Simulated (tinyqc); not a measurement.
Trap and transport parameters from the curve.

Question. A layer shows an ohmic current q n0 mu V/L, then a square law (9/8) th eps0 eps_r mu V^2/L^3 above Vx = 8 q n0 L^2/(9 th eps0 eps_r), and trap filling at V_TFL = q Nt L^2/(2 eps0 eps_r). th = y/(1 + y), y = (Nc/Nt) exp(-Et/kB T). The square-law current at V is given. Find th, n0, Nt and Et.

Values chosen for this exercise:
- T = 300 K (temperature)
- eps_r = 24.7 (relative permittivity)
- mu = 17 cm^2/(V s) (mobility)
- L = 1400 nm (thickness)
- Nc = 2.7e19 cm^-3 (band density of states)
- V = 7.4 V (voltage)

Constants: q = 1.602176634e-19 C, kB = 1.380649e-23 J/K, Vt = kB T/q, eps0 = 8.8541878128e-14 F/cm where lengths are in cm. Results are converted to the units shown.

Mott-Gurney J = 10.009334 A/cm^2
Vx = 0.18094161 V
V_TFL = 31.589552 V

Answer. The square law gives th, Vx gives n0, V_TFL gives Nt, and th with Nt gives Et.

th = 0.01199
n0 = 1.700e12 cm^-3
Nt = 4.400e16 cm^-3
Et = 0.2800 eV

Numbers from tinyqc (`OMP_NUM_THREADS=1 python tinyqc.py 2370051 2370052 out.jsonl`; about 0.01 s on one thread of a shared Intel Xeon 2.30GHz).
